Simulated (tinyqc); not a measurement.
AlGaN/GaN HEMT with access regions, lumped model: two steps of the calculation.

A polarisation-induced electron sheet under a Schottky gate, in series with two ungated access regions and contacts. Drift law v = mu E/(1 + mu E/vs) under the gate. Currents in mA/mm, resistances in ohm mm. No self-heating, no channel-length modulation; fits for polarisation, barrier and offset are chosen for the exercise.

Inputs (values chosen for the exercise); values close to those of AlGaN/GaN structures:
- x = 0.27 (aluminium share of the barrier)
- d = 12 nm (barrier thickness)
- eps_r = 9.4 (relative permittivity of barrier and channel)
- mu = 1500 cm^2/(V s) (channel mobility)
- vs = 1.1e7 cm/s (saturation velocity)
- Lg = 0.5 um (gate length)
- Ls = 0.5 um (source access length)
- Ld = 16 um (drain access length)
- Rc = 0.32 ohm mm (resistance of each contact)
- ft = 0.27 (share of the drain-access electrons removed by traps)
- Vg = 0 V (gate voltage)
- Ec = 2.8 MV/cm (critical field)
- te = 0.26 um (depth over which the depleted charge spreads)
- tf = 50 nm (insulator under the field plate)
- ei = 7 (relative permittivity of that insulator)

Constants: q = 1.602176634e-19 C, eps0 = 8.8541878128e-14 F/cm where lengths are in cm. Results are converted to the units shown.

Question 1. Polarisation charge, threshold and sheet resistance. sigma = (5e13 x + 1.6e13 x^2) cm^-2, phiB = 0.84 + 1.3 x, dEc = 0.7 (1.71 x + x^2) in volts, Cb = eps0 eps_r/d, VT = phiB - dEc - q sigma/Cb, access density n0 = -Cb VT/q. Rsh = 1/(q mu n0); largest access current q n0 vs.

Wanted: sigma; Cb; VT; n0; Rsh; q n0 vs.

Answer 1.

sigma = 1.467e13 cm^-2
Cb = 0.6936 uF/cm^2
VT = -2.571 V
n0 = 1.113e13 cm^-2
Rsh = 373.8 ohm
q n0 vs = 1962 mA/mm

Question 2. On-resistance and breakdown. Ron = 2 Rc + Ls/(q mu n0) + Ld/(q mu (1 - ft) n0) + Lg/(mu Cb (Vg - VT)). Off state: a depleted stretch that holds the voltage V has the peak field sqrt(k V), k = 2 q n0/(eps0 eps_r te), so one edge holds V1 = Ec^2/k. The sheet under the plate pinches off at Vf = q n0 (1/Cb + tf/(eps0 ei)); beyond it the gate edge is screened. BV = V1 if Vf >= V1, else Vf + V1, and at most Ec Ld. Specific resistance Ron (Ls + Lg + Ld); figure of merit BV^2 over it.

Give: Ron; Vf; V1; BV; specific resistance; figure of merit.

Answer 2.

Ron = 9.2075 ohm mm
Vf = 16.958 V
V1 = 47.567 V
BV = 64.525 V
specific resistance = 1.5653 mohm cm^2
figure of merit = 2.6599 MW/cm^2

The plate raises BV by a factor of 1.36.

Numbers from tinyqc (`OMP_NUM_THREADS=1 python tinyqc.py 2570159 2570160 out.jsonl`; about 0.03 s on one thread of a shared Intel Xeon 2.30GHz).
